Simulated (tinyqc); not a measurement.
Hubbard ring of 4 sites, step by step. One step of it, computed by the program tinyqc.

Task: Mean-field iteration 2. H(up) = T + U n(down), H(down) = T + U n(up); fill the lowest levels; n(new) = n + mixing (n(out) - n); E = tr T (rho up + rho down) + U sum n_up n_down of the output.

one-body matrix (hopping and site energies) (eV), order 1, 2, 3, 4:
```
[[0.000000, -1.490000, 0.000000, -1.490000],
 [-1.490000, 0.000000, -1.490000, 0.000000],
 [0.000000, -1.490000, 0.000000, -1.490000],
 [-1.490000, 0.000000, -1.490000, 0.000000]]
```

U = 10.200000 eV

electrons, up and down: [1, 1]

mixing = 0.200000

n(up) after iteration 1: [0.524270, 0.015730, 0.524270, 0.015730]

n(down) after iteration 1: [0.015730, 0.524270, 0.015730, 0.524270]

Give: levels, up; levels, down; energy; n(up) after iteration 2; n(down) after iteration 2.

Result:

levels, up (eV): [-1.197, 0.160, 5.348, 6.705]

levels, down (eV): [-1.197, 0.160, 5.348, 6.705]

energy = -3.045 eV

n(up) after iteration 2: [0.502, 0.030, 0.502, 0.030]

n(down) after iteration 2: [0.030, 0.502, 0.030, 0.502]
